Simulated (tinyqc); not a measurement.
Thresholds of impact ionisation and Auger recombination from band masses: one step. Non-parabolicity raises the threshold. Two cases, with inputs chosen for the exercise.

Question. Give alpha, E_T, E_a = E_T - Eg and k4.

Non-parabolic fast electron: E (1 + alpha E) = c k^2/me with alpha = (1 - me)^2/Eg; the slow carriers stay parabolic, so E_T = Eg + me E_T (1 + alpha E_T)/M, M = 2 me + mh (the root between Eg and 1.9 Eg).

Constants: hbar^2/2m0 = 3.80998211 eV angstrom^2.

Give: alpha; E_T; E_a; k4.

Case 1.

Values chosen (out of a larger set: near those of InSb, gap at low temperature and not tied to T; not measured data): Eg = 0.236 eV (gap at Gamma to the s-like level); me = 0.0136 m0 (electron mass at Gamma); mh = 0.45 m0 (heavy-hole mass).

Answer.

alpha = 4.1228 1/eV
E_T = 0.2505 eV
E_a = 0.0145 eV
k4 = 0.04264 1/angstrom

E_a is 2.10 times the parabolic value, since an electron at E_T above the edge has 1 + alpha E_T = 2.03 times the squared momentum, and E_T itself is 1.03 times higher.

Case 2.

Values chosen (out of a larger set: near those of InAs, gap at low temperature and not tied to T; not measured data): Eg = 0.408 eV (gap at Gamma to the s-like level); me = 0.0253 m0 (electron mass at Gamma); mh = 0.39 m0 (heavy-hole mass).

Answer.

alpha = 2.3285 1/eV
E_T = 0.4633 eV
E_a = 0.0553 eV
k4 = 0.07997 1/angstrom

E_a is 2.23 times the parabolic value, since an electron at E_T above the edge has 1 + alpha E_T = 2.08 times the squared momentum, and E_T itself is 1.07 times higher.

Computed by tinyqc, one run a case: `OMP_NUM_THREADS=1 python tinyqc.py N N+1 out.jsonl` with N = 1880878, 1881231; one thread of a shared Intel(R) Xeon(R) Processor @ 2.30GHz, about 0.01 s a run at most.
